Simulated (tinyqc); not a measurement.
Worked calculation: coupled-perturbed Hartree-Fock on RHF in the sto-3g basis, for BeH2, spin multiplicity 1. Computed by tinyqc, a small Python program that keeps every step (integrals from PySCF). Settings: charge = 0, multiplicity = 1, basis = sto-3g, method = RHF, energy threshold = 1e-10, iteration cap = 78, orthogonalisation = canonical, start = atomic densities, DIIS depth = 6. Command: `OMP_NUM_THREADS=1 python tinyqc.py 21692 21693 out.jsonl` (the two numbers bound the seeds that draw the settings). One thread of a shared host (Intel(R) Xeon(R) Processor @ 2.60GHz), about 0.2 s of CPU time with the checks. The early iterations of the SCF are left out here.

## One-electron integrals

Geometry (angstrom):
```
atom       x        y       z
Be    0.0000   0.0000  0.0000
H     0.0000   1.5800  0.0760
H     0.0000  -1.5800  0.0760
```

Basis sto-3g: exponents (1/bohr^2) and contraction coefficients of normalised primitives:
```
element  l (shell)  exponent  coefficient
Be           s (1)   30.1679       0.1543
Be           s (1)    5.4951       0.5353
Be           s (1)    1.4872       0.4446
Be           s (2)    1.3148      -0.1000
Be           s (2)    0.3055       0.3995
Be           s (2)    0.0994       0.7001
Be           p (3)    1.3148       0.1559
Be           p (3)    0.3055       0.6077
Be           p (3)    0.0994       0.3920
H            s (1)    3.4253       0.1543
H            s (1)    0.6239       0.5353
H            s (1)    0.1689       0.4446
```

Overlap, kinetic and nuclear-attraction integrals over the contracted functions; the nuclear repulsion is the sum of Za Zb / Rab.

nuclear repulsion = 2.843745 hartree

overlap S, lower triangle:
```
         1Be 1s  1Be 2s  1Be 2px  1Be 2py  1Be 2pz   2H 1s   3H 1s
1Be 1s   1.0000
1Be 2s   0.2595  1.0000
1Be 2px  0.0000  0.0000   1.0000
1Be 2py  0.0000  0.0000   0.0000   1.0000
1Be 2pz  0.0000  0.0000   0.0000   0.0000   1.0000
2H 1s    0.0409  0.3664   0.0000   0.4495   0.0216  1.0000
3H 1s    0.0409  0.3664   0.0000  -0.4495   0.0216  0.0130  1.0000
```

kinetic energy T (hartree), lower triangle:
```
          1Be 1s  1Be 2s  1Be 2px  1Be 2py  1Be 2pz    2H 1s   3H 1s
1Be 1s    6.6940
1Be 2s   -0.0330  0.2111
1Be 2px   0.0000  0.0000   0.6606
1Be 2py   0.0000  0.0000   0.0000   0.6606
1Be 2pz   0.0000  0.0000   0.0000   0.0000   0.6606
2H 1s    -0.0114  0.0372   0.0000   0.1212   0.0058   0.7600
3H 1s    -0.0114  0.0372   0.0000  -0.1212   0.0058  -0.0053  0.7600
```

nuclear attraction V (hartree), lower triangle:
```
           1Be 1s   1Be 2s  1Be 2px  1Be 2py  1Be 2pz    2H 1s    3H 1s
1Be 1s   -15.2302
1Be 2s    -2.0729  -2.9606
1Be 2px    0.0000   0.0000  -2.8821
1Be 2py    0.0000   0.0000   0.0000  -3.0616
1Be 2pz   -0.0012  -0.0116   0.0000   0.0000  -2.8825
2H 1s     -0.3248  -0.9915   0.0000  -1.1846  -0.0579  -2.7284
3H 1s     -0.3248  -0.9915   0.0000   1.1846  -0.0579  -0.0422  -2.7284
```

core Hamiltonian H = T + V (hartree), lower triangle:
```
          1Be 1s   1Be 2s  1Be 2px  1Be 2py  1Be 2pz    2H 1s    3H 1s
1Be 1s   -8.5362
1Be 2s   -2.1059  -2.7495
1Be 2px   0.0000   0.0000  -2.2215
1Be 2py   0.0000   0.0000   0.0000  -2.4010
1Be 2pz  -0.0012  -0.0116   0.0000   0.0000  -2.2219
2H 1s    -0.3362  -0.9543   0.0000  -1.0633  -0.0521  -1.9684
3H 1s    -0.3362  -0.9543   0.0000   1.0633  -0.0521  -0.0475  -1.9684
```

## Two-electron integrals

Functions are numbered as in S; the eight-fold symmetry (ij|kl) = (ji|kl) = (kl|ij) leaves the list below.

Two-electron integrals (ij|kl) in chemists' order, unique and non-zero (hartree):
```
(11|11) 2.2988      (21|11) 0.3920      (21|21) 0.0795      (22|11) 0.5710
(22|21) 0.1430      (22|22) 0.4177      (31|31) 0.0146      (32|31) 0.0219
(32|32) 0.0923      (33|11) 0.5696      (33|21) 0.1431      (33|22) 0.4176
(33|33) 0.4499      (41|41) 0.0146      (42|41) 0.0219      (42|42) 0.0923
(43|43) 0.0242      (44|11) 0.5696      (44|21) 0.1431      (44|22) 0.4176
(44|33) 0.4014      (44|44) 0.4499      (51|51) 0.0146      (52|51) 0.0219
(52|52) 0.0923      (53|53) 0.0242      (54|54) 0.0242      (55|11) 0.5696
(55|21) 0.1431      (55|22) 0.4176      (55|33) 0.4014      (55|44) 0.4014
(55|55) 0.4499      (61|11) 0.0609      (61|21) 0.0124      (61|22) 0.0224
(61|33) 0.0223      (61|41) 0.0011      (61|42) 0.0021      (61|44) 0.0227
(61|51) 5.22e-05    (61|52) 9.89e-05    (61|54) 2.25e-05    (61|55) 0.0223
(61|61) 0.0020      (62|11) 0.1639      (62|21) 0.0418      (62|22) 0.1350
(62|33) 0.1297      (62|41) 0.0054      (62|42) 0.0348      (62|44) 0.1454
(62|51) 2.61e-04    (62|52) 0.0017      (62|54) 0.0008      (62|55) 0.1297
(62|61) 0.0072      (62|62) 0.0680      (63|31) 0.0036      (63|32) 0.0174
(63|43) 0.0058      (63|53) 2.81e-04    (63|63) 0.0058      (64|11) 0.1819
(64|21) 0.0469      (64|22) 0.1586      (64|33) 0.1493      (64|41) 0.0087
(64|42) 0.0538      (64|44) 0.1771      (64|51) 2.45e-04    (64|52) 0.0017
(64|54) 0.0011      (64|55) 0.1493      (64|61) 0.0084      (64|62) 0.0904
(64|64) 0.1233      (65|11) 0.0087      (65|21) 0.0023      (65|22) 0.0076
(65|33) 0.0072      (65|41) 2.45e-04    (65|42) 0.0017      (65|44) 0.0080
(65|51) 0.0036      (65|52) 0.0175      (65|54) 0.0059      (65|55) 0.0077
(65|61) 4.02e-04    (65|62) 0.0043      (65|64) 0.0057      (65|65) 0.0061
(66|11) 0.3334      (66|21) 0.0864      (66|22) 0.3140      (66|33) 0.2917
(66|41) 0.0124      (66|42) 0.1052      (66|44) 0.3582      (66|51) 0.0006
(66|52) 0.0051      (66|54) 0.0032      (66|55) 0.2918      (66|61) 0.0151
(66|62) 0.2056      (66|64) 0.2887      (66|65) 0.0139      (66|66) 0.7746
(71|11) 0.0609      (71|21) 0.0124      (71|22) 0.0224      (71|33) 0.0223
(71|41) -0.0011     (71|42) -0.0021     (71|44) 0.0227      (71|51) 5.22e-05
(71|52) 9.89e-05    (71|54) -2.25e-05   (71|55) 0.0223      (71|61) 0.0018
(71|62) 0.0061      (71|64) 0.0066      (71|65) 3.44e-04    (71|66) 0.0124
(71|71) 0.0020      (72|11) 0.1639      (72|21) 0.0418      (72|22) 0.1350
(72|33) 0.1297      (72|41) -0.0054     (72|42) -0.0348     (72|44) 0.1454
(72|51) 2.61e-04    (72|52) 0.0017      (72|54) -0.0008     (72|55) 0.1297
(72|61) 0.0061      (72|62) 0.0335      (72|64) 0.0364      (72|65) 0.0021
(72|66) 0.0741      (72|71) 0.0072      (72|72) 0.0680      (73|31) 0.0036
(73|32) 0.0174      (73|43) -0.0058     (73|53) 2.81e-04    (73|63) 0.0022
(73|73) 0.0058      (74|11) -0.1819     (74|21) -0.0469     (74|22) -0.1586
(74|33) -0.1493     (74|41) 0.0087      (74|42) 0.0538      (74|44) -0.1771
(74|51) -2.45e-04   (74|52) -0.0017     (74|54) 0.0011      (74|55) -0.1493
(74|61) -0.0066     (74|62) -0.0364     (74|64) -0.0387     (74|65) -0.0023
(74|66) -0.0805     (74|71) -0.0084     (74|72) -0.0904     (74|74) 0.1233
(75|11) 0.0087      (75|21) 0.0023      (75|22) 0.0076      (75|33) 0.0072
(75|41) -2.45e-04   (75|42) -0.0017     (75|44) 0.0080      (75|51) 0.0036
(75|52) 0.0175      (75|54) -0.0059     (75|55) 0.0077      (75|61) 3.44e-04
(75|62) 0.0021      (75|64) 0.0023      (75|65) 0.0023      (75|66) 0.0048
(75|71) 4.02e-04    (75|72) 0.0043      (75|74) -0.0057     (75|75) 0.0061
(76|11) 0.0080      (76|21) 0.0020      (76|22) 0.0056      (76|33) 0.0055
(76|44) 0.0058      (76|51) 2.63e-05    (76|52) 1.31e-04    (76|55) 0.0056
(76|61) 3.11e-04    (76|62) 0.0019      (76|64) 0.0022      (76|65) 1.31e-04
(76|66) 0.0044      (76|71) 3.11e-04    (76|72) 0.0019      (76|74) -0.0022
(76|75) 1.31e-04    (76|76) 7.68e-05    (77|11) 0.3334      (77|21) 0.0864
(77|22) 0.3140      (77|33) 0.2917      (77|41) -0.0124     (77|42) -0.1052
(77|44) 0.3582      (77|51) 0.0006      (77|52) 0.0051      (77|54) -0.0032
(77|55) 0.2918      (77|61) 0.0124      (77|62) 0.0741      (77|64) 0.0805
(77|65) 0.0048      (77|66) 0.1675      (77|71) 0.0151      (77|72) 0.2056
(77|74) -0.2887     (77|75) 0.0139      (77|76) 0.0044      (77|77) 0.7746
```

## Orthogonalisation

S = U s U^T; canonical form X = U s^(-1/2), so that X^T S X = 1. Each column of U has its largest component positive (the first on a tie).

eigenvalues of S: 0.3578  0.4466  0.9526  1.0000  1.0039  1.6098  1.6292

X:
```
               1        2        3       4        5       6        7
1Be 1s    0.0000  -0.4076   0.8815  0.0000  -0.2467  0.2781   0.0000
1Be 2s    0.0000   1.0806  -0.0641  0.0000  -0.0312  0.5424   0.0000
1Be 2px   0.0000   0.0000   0.0000  1.0000   0.0000  0.0000   0.0000
1Be 2py   1.1760   0.0000   0.0000  0.0000   0.0000  0.0000   0.5568
1Be 2pz   0.0000   0.0525   0.2808  0.0000   0.9587  0.0250   0.0000
2H 1s    -0.8401  -0.6717  -0.3081  0.0000   0.0872  0.3529   0.3897
3H 1s     0.8401  -0.6717  -0.3081  0.0000   0.0872  0.3529  -0.3897
```

## Starting guess

The start is atomic minimal-basis densities projected into this basis (PySCF's MINAO start) and scaled to the electron count of each spin; this density is not idempotent, so its energy is not variational and may lie below the converged one.

D at the start, lower triangle:
```
          1Be 1s   1Be 2s  1Be 2px  1Be 2py  1Be 2pz   2H 1s   3H 1s
1Be 1s    2.1529
1Be 2s   -0.5193   2.0304
1Be 2px   0.0000   0.0000   0.0000
1Be 2py   0.0000   0.0000   0.0000   0.0030
1Be 2pz   0.0011  -0.0025   0.0000   0.0000   0.0000
2H 1s    -0.0319   0.1348   0.0000   0.0370   0.0015  0.9119
3H 1s    -0.0319   0.1348   0.0000  -0.0370   0.0015  0.0102  0.9119
```

## Iteration 7 (converged): orbitals

converged F (hartree), lower triangle:
```
          1Be 1s   1Be 2s  1Be 2px  1Be 2py  1Be 2pz    2H 1s    3H 1s
1Be 1s   -4.5311
1Be 2s   -1.2899  -0.5923
1Be 2px   0.0000   0.0000   0.2137
1Be 2py   0.0000   0.0000   0.0000  -0.1407
1Be 2pz   0.0011  -0.0079   0.0000   0.0000   0.2132
2H 1s    -0.2100  -0.3338   0.0000  -0.2997  -0.0112  -0.2288
3H 1s    -0.2100  -0.3338   0.0000   0.2997  -0.0112  -0.0134  -0.2288
```

Diagonalise F' = X^T F X, C = X C', fill 3 alpha and 3 beta electrons from the bottom; D = 2 C_occ C_occ^T. Each column has its largest component positive (the first on a tie).

F' = X^T F X (hartree), lower triangle:
```
        1        2        3       4        5        6        7
1  0.6857
2  0.0000   0.2136
3  0.0000   0.7011  -3.2001
4  0.0000   0.0000   0.0000  0.2137
5  0.0000  -0.1950   1.0103  0.0000  -0.0860
6  0.0000   0.3062  -1.6009  0.0000   0.4857  -1.3126
7  0.0546   0.0000   0.0000  0.0000   0.0000   0.0000  -0.3692
```

orbital energies (hartree): MO1 -4.5344, MO2 -0.4152, MO3 -0.3720, MO4 0.2122, MO5 0.2137, MO6 0.3522, MO7 0.6885

coefficients C:
```
             MO1      MO2      MO3      MO4     MO5      MO6      MO7
1Be 1s    0.9919  -0.2121   0.0000   0.0296  0.0000  -0.2274   0.0000
1Be 2s    0.0310   0.6103   0.0000  -0.1244  0.0000   1.0383   0.0000
1Be 2px   0.0000   0.0000   0.0000   0.0000  1.0000   0.0000   0.0000
1Be 2py   0.0000   0.0000   0.4955   0.0000  0.0000   0.0000   1.2031
1Be 2pz   0.0000   0.0108   0.0000   0.9916  0.0000   0.1340   0.0000
2H 1s    -0.0038   0.3924   0.4325   0.0636  0.0000  -0.7212  -0.8189
3H 1s    -0.0038   0.3924  -0.4325   0.0636  0.0000  -0.7212   0.8189
```

D after iteration 7, lower triangle:
```
          1Be 1s  1Be 2s  1Be 2px  1Be 2py  1Be 2pz    2H 1s   3H 1s
1Be 1s    2.0576
1Be 2s   -0.1973  0.7469
1Be 2px   0.0000  0.0000   0.0000
1Be 2py   0.0000  0.0000   0.0000   0.4910
1Be 2pz  -0.0046  0.0131   0.0000   0.0000   0.0002
2H 1s    -0.1740  0.4787   0.0000   0.4286   0.0084   0.6820
3H 1s    -0.1740  0.4787   0.0000  -0.4286   0.0084  -0.0662  0.6820
```

## Convergence

Stop when the energy changes by less than 1e-10 hartree and every element of the error matrix X^T (F D S - S D F) X is below 3e-06.

Course of the cycle:
```
iteration  E (hartree)     change  largest element of the error matrix
1           -15.279330          -                             3.07e-01
2           -15.489532  -2.10e-01                             1.48e-01
3           -15.508505  -1.90e-02                             2.33e-02
4           -15.509392  -8.87e-04                             9.31e-04
5           -15.509393  -1.41e-06                             1.08e-04
6           -15.509393  -2.64e-08                             6.51e-06
7           -15.509393  -6.43e-11                             4.10e-07
```

PySCF RHF in the same basis = -15.509393 hartree

Converged in 7 iterations.

## Populations, bond orders and dipole

Mulliken: Z minus the diagonal of D S on the atom; Loewdin: the same with S^(1/2) D S^(1/2); Mayer order: 2 sum_s sum (D(s) S)_ij (D(s) S)_ji over the two atoms.

Charges (e):
```
atom  Mulliken  Loewdin
1Be     0.0845   0.0725
2H     -0.0422  -0.0362
3H     -0.0422  -0.0362
```

Mayer bond orders:
```
pair   order
2-1   0.9916
3-1   0.9916
3-2   0.0066
```

dipole moment about the origin, x y z (debye): 0.0000  0.0000  -0.2172

## Integrals over molecular orbitals

(pq|rs) = sum C_ip C_jq C_kr C_ls (ij|kl), one index at a time.

one-electron integrals over orbitals h = C^T H C (hartree), lower triangle:
```
         1        2        3        4        5        6        7
1  -8.5249
2   0.2078  -2.2871
3   0.0000   0.0000  -2.2195
4  -0.0296   0.0173   0.0000  -2.2181
5   0.0000   0.0000   0.0000   0.0000  -2.2215
6   0.2020  -0.2462   0.0000  -0.0330   0.0000  -1.8932
7   0.0000   0.0000  -0.3144   0.0000   0.0000   0.0000  -1.8612
```

Two-electron integrals over orbitals (pq|rs), unique and non-zero (hartree):
```
(11|11) 2.2720      (21|11) -0.1866     (21|21) 0.0237      (22|11) 0.4563
(22|21) -0.0057     (22|22) 0.3727      (31|31) 0.0050      (32|31) 0.0108
(32|32) 0.1581      (33|11) 0.4173      (33|21) -0.0023     (33|22) 0.3842
(33|33) 0.4076      (41|11) 0.0253      (41|21) -0.0030     (41|22) 0.0016
(41|33) 0.0009      (41|41) 0.0159      (42|11) -0.0139     (42|21) 0.0009
(42|22) 0.0045      (42|33) 0.0060      (42|41) 0.0146      (42|42) 0.0476
(43|31) -9.23e-05   (43|32) 0.0090      (43|43) 0.0131      (44|11) 0.5678
(44|21) -0.0073     (44|22) 0.3521      (44|33) 0.3336      (44|41) -0.0032
(44|42) -0.0178     (44|44) 0.4506      (51|51) 0.0157      (52|51) 0.0149
(52|52) 0.0473      (53|53) 0.0123      (54|51) -0.0021     (54|52) -0.0056
(54|54) 0.0247      (55|11) 0.5692      (55|21) -0.0072     (55|22) 0.3526
(55|33) 0.3335      (55|41) 0.0008      (55|42) -0.0069     (55|44) 0.4008
(55|55) 0.4499      (61|11) -0.1911     (61|21) 0.0247      (61|22) -0.0058
(61|33) -0.0028     (61|41) -0.0014     (61|42) 0.0025      (61|44) -0.0062
(61|55) -0.0057     (61|61) 0.0262      (62|11) 0.1370      (62|21) -0.0059
(62|22) -0.0137     (62|33) -0.0405     (62|41) 0.0024      (62|42) -0.0032
(62|44) 0.0658      (62|55) 0.0681      (62|61) -0.0049     (62|62) 0.0833
(63|31) -3.81e-04   (63|32) -0.0916     (63|43) -0.0077     (63|63) 0.0869
(64|11) 0.0126      (64|21) 1.69e-04    (64|22) 0.0009      (64|33) -0.0032
(64|41) 0.0155      (64|42) 0.0437      (64|44) -0.0012     (64|55) 0.0054
(64|61) 0.0021      (64|62) 0.0146      (64|64) 0.0474      (65|51) 0.0160
(65|52) 0.0462      (65|54) -0.0035     (65|65) 0.0487      (66|11) 0.4598
(66|21) -0.0066     (66|22) 0.3753      (66|33) 0.3858      (66|41) 0.0050
(66|42) 0.0150      (66|44) 0.3495      (66|55) 0.3519      (66|61) -0.0059
(66|62) -0.0250     (66|64) 0.0092      (66|66) 0.3945      (71|31) 0.0095
(71|32) 0.0174      (71|43) -3.12e-04   (71|63) 2.63e-04    (71|71) 0.0180
(72|31) 0.0046      (72|32) -0.0389     (72|43) -0.0072     (72|63) 0.0625
(72|71) 0.0084      (72|72) 0.0574      (73|11) 0.1505      (73|21) -0.0040
(73|22) 0.0010      (73|33) -0.0180     (73|41) 7.16e-05    (73|42) -0.0099
(73|44) 0.0703      (73|55) 0.0708      (73|61) -0.0036     (73|62) 0.0786
(73|64) 0.0075      (73|66) -0.0200     (73|73) 0.0876      (74|31) -0.0014
(74|32) -0.0162     (74|43) 0.0122      (74|63) 0.0105      (74|71) -0.0024
(74|72) 0.0032      (74|74) 0.0187      (75|53) 0.0132      (75|75) 0.0170
(76|31) 0.0096      (76|32) 0.1384      (76|43) 0.0099      (76|63) -0.0903
(76|71) 0.0159      (76|72) -0.0468     (76|74) -0.0139     (76|76) 0.1345
(77|11) 0.5437      (77|21) -0.0074     (77|22) 0.3984      (77|33) 0.4142
(77|41) 0.0008      (77|42) 0.0012      (77|44) 0.3769      (77|55) 0.3765
(77|61) -0.0074     (77|62) -0.0180     (77|64) -0.0031     (77|66) 0.4080
(77|73) 0.0041      (77|77) 0.4517
```

## Response to a field: uncoupled start

dipole integrals <a|z|i> (bohr):
```
        i1      i2       i3
a4  0.1501  0.9629   0.0000
a5  0.0000  0.0000   0.0000
a6  0.0183  0.0541   0.0000
a7  0.0000  0.0000  -0.0912
```

Field along z; U_ai = -mu_ai / (e_a - e_i), alpha = -4 sum U_ai mu_ai.

uncoupled U:
```
         i1       i2      i3
a4  -0.0316  -1.5347  0.0000
a5   0.0000   0.0000  0.0000
a6  -0.0038  -0.0705  0.0000
a7   0.0000   0.0000  0.0860
```

uncoupled polarisability = 5.9773 bohr^3

## Coupled step 1

U_ai = -(mu_ai + sum_bj [4 (ai|bj) - (ab|ij) - (aj|bi)] U_bj) / (e_a - e_i); alpha = -4 sum U_ai mu_ai.

U after step 1:
```
         i1       i2      i3
a4  -0.0185  -2.0433  0.0000
a5   0.0000   0.0000  0.0000
a6  -0.0016  -0.1157  0.0000
a7   0.0000   0.0000  0.0824
```

polarisability = 7.9366 bohr^3

## Coupled step 2

As before.

U after step 2:
```
         i1       i2      i3
a4  -0.0115  -2.2150  0.0000
a5   0.0000   0.0000  0.0000
a6  -0.0007  -0.1297  0.0000
a7   0.0000   0.0000  0.0790
```

polarisability = 8.5955 bohr^3

## Coupled polarisability

Repeat until U stops changing; compare with -d2E/dF2.

Course of the coupled iterations:
```
step  alpha (bohr^3)
0             5.9773
1             7.9366
2             8.5955
3             8.8184
4             8.8939
5             8.9196
6             8.9283
7             8.9312
8             8.9322
9             8.9326
10            8.9327
11            8.9327
12            8.9328
13            8.9328
14            8.9328
15            8.9328
16            8.9328
17            8.9328
18            8.9328
```

coupled polarisability = 8.9328 bohr^3

finite-field check, fields of +/-0.001 au = 8.9327 bohr^3
